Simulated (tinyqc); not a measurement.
# Inputs raised by 5 %, one at a time

Model: hot carriers by balance equations with a heated Maxwellian. Computed by tinyqc, a small Python program. Command: `OMP_NUM_THREADS=1 python tinyqc.py 3013792 3013793 out.jsonl hot sens`. One thread of a shared host (Intel(R) Xeon(R) Processor @ 2.30GHz), about 0.03 s of CPU time with the checks.

The carriers follow a Maxwellian at an electron temperature T_e, slightly displaced; the drift energy is neglected against k_B T_e. The balance averages the rate, not the time, so mu_0 lies below the relaxation-time value.

Inputs (values chosen for the exercise, for a model non-polar semiconductor):
```
quantity,value,unit
effective mass m,0.532,m_0
density rho,5750,kg/m^3
sound velocity v_l,5130,m/s
acoustic deformation potential D_A,12,eV
phonon energy hbar w,69.5,meV
optical or intervalley deformation potential D_o,4.3,1e8 eV/cm
final valleys Z_f,5,-
lattice temperature T,300,K
electric field F,11,kV/cm
iteration cap,300,-
```

Band: parabolic. Solver: Newton.

Constants: k_B = 8.617333262e-05 eV/K; k_B = 1.380649e-23 J/K; e = 1.602176634e-19 C; hbar = 1.054571817e-34 J s; m_0 = 9.1093837015e-31 kg; hbar = 6.582119569e-16 eV s.

Method:
- Parabolic band: E = hbar^2 k^2/(2 m), speed v = hbar k/m, states per spin, volume and energy g(E) = m k/(2 pi^2 hbar^2). Masses are multiplied by m_0 and all formulas are in SI units.
- Phonon occupation N_q = 1/(exp(hbar w/(k_B T)) - 1).
- Acoustic deformation potential (elastic, equipartition, absorption and emission together): 1/tau = 2 pi k_B T D_A^2 g(E)/(hbar rho v_l^2).
- Optical or intervalley deformation potential: 1/tau = (pi Z_f D_o^2/(rho w)) [N_q g(E + hbar w) + (N_q + 1) g(E - hbar w)], with g = 0 below the band edge.
- Averages over the Maxwellian, <y> = int y x^(1/2) exp(-x) dx / int x^(1/2) exp(-x) dx with x = E/(k_B T_e), split at x_0 = hbar w/(k_B T_e): 64 Gauss-Legendre points in sqrt(x) below it and 128 in sqrt(x - x_0) above it, up to x = 32. Momentum balance: mu(T_e) = e/(m nu), nu = <x (sum of rates)>/<x>. Power lost per carrier: P(T_e) = hbar w <emission rate - absorption rate> + <(2 m v_l^2/(k_B T)) (E - 2 k_B T) acoustic rate>.
- Energy relaxation time at weak heating: tau_E = (3/2) k_B / (dP/dT_e), the derivative by a central difference of +/- 0.5 K at T_e = T.
- Newton: h(T_e) = P - e mu F^2, T_new = T_e - h/h', with h' by a central difference of +/- 0.5 K, limited to the range T to 3 T_e.
- Start at T_e = 1.5 T; stop when T_e moves by less than 1e-6 K or exceeds 1e6 K.
- v = mu(T_e) F; warm-carrier coefficient (mu/mu_0 - 1)/F^2.

Runs:
```
input moved,from,to,drift velocity (1e7 cm/s),electron temperature T_e (K),low-field mobility mu_0 (cm^2/(V s)),mobility mu(T_e) (cm^2/(V s))
base run,-,-,0.22491,433.95,254.38,204.47
effective mass m (m_0),0.532,0.5586,0.20457,414.42,225.17,185.98
sound velocity v_l (m/s),5130,5386.5,0.24219,443.40,278.33,220.17
acoustic deformation potential D_A (eV),12,12.6,0.20873,424.32,232.33,189.75
phonon energy hbar w (meV),69.5,72.975,0.22558,440.94,257.13,205.07
lattice temperature T (K),300,315,0.21298,439.42,235.46,193.62
electric field F (kV/cm),11,11.55,0.23280,444.63,254.38,201.56
density rho (kg/m^3),5750,6037.5,0.23280,444.63,267.09,211.64
```

Exponents ln(y'/y) / ln(x'/x):
```
input,drift velocity,electron temperature T_e,low-field mobility mu_0,mobility mu(T_e)
effective mass m,-1.943,-0.944,-2.500,-1.943
sound velocity v_l,1.517,0.441,1.844,1.517
acoustic deformation potential D_A,-1.531,-0.460,-1.858,-1.531
phonon energy hbar w,0.061,0.327,0.221,0.061
lattice temperature T,-1.117,0.257,-1.583,-1.117
electric field F,0.707,0.498,0.000,-0.293
density rho,0.707,0.498,1.000,0.707
```

To which inputs is each result most sensitive?

Among the inputs moved here: drift velocity answers most in size to effective mass m (exponent -1.943), next to acoustic deformation potential D_A (-1.531). Electron temperature T_e answers most in size to effective mass m (exponent -0.944), next to electric field F (+0.498). Low-field mobility mu_0 answers most in size to effective mass m (exponent -2.500), next to acoustic deformation potential D_A (-1.858); its exponent is below 0.0005 for electric field F. Its exponent -2.500 in effective mass m: rates scale as m^(3/2) and mu = e tau/m. Mobility mu(T_e) answers most in size to effective mass m (exponent -1.943), next to acoustic deformation potential D_A (-1.531).
